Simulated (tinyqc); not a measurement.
Landau-Devonshire theory of a uniaxial ferroelectric: one step, computed by the program tinyqc.

G(P) = (alpha/2) P^2 + (beta*/4) P^4 + (gamma/6) P^6 - E P per volume, SI units, one domain, P along the polar axis.

Question. A capacitor with imperfect screening. Between shorted electrodes with screening length lambda each, the depolarising field is -k P, k = 2 lambda/(eps_0 (d + 2 lambda eps_b)), so alpha turns into alpha + k. Ps^2 = [-beta* + sqrt(beta*^2 - 4 alpha gamma)]/(2 gamma). The polar state is the lowest uniform state while alpha + k < 0 (beta* > 0) or < 3 beta*^2/(16 gamma) (beta* < 0); setting the equality gives the critical thickness d_c.

Inputs (values chosen for the exercise, for a model ferroelectric):

| quantity | value | unit |
|---|---|---|
| Curie-Weiss temperature T0 | 310 | K |
| temperature T | 298 | K |
| film thickness d | 30 | nm |
| screening length lambda | 0.038 | nm |
| background permittivity eps_b | 20 | - |

Sample: free crystal.

alpha = -4596000 J m/C^2

beta* = 6.90e+08 J m^5/C^4

Constants: eps_0 = 8.8541878128e-12 F/m.

Give: depolarising coefficient k; polarisation of the film; size of the depolarising field; critical thickness d_c.

Answer.

depolarising coefficient k = 2.723e+08 J m/C^2

polarisation of the film = 0 microcoulomb/cm^2

size of the depolarising field = 0 MV/m

critical thickness d_c = 1866 nm

The film is thinner than d_c, so the uniform polar state is not the lowest one; a real film may break into domains or be non-polar.
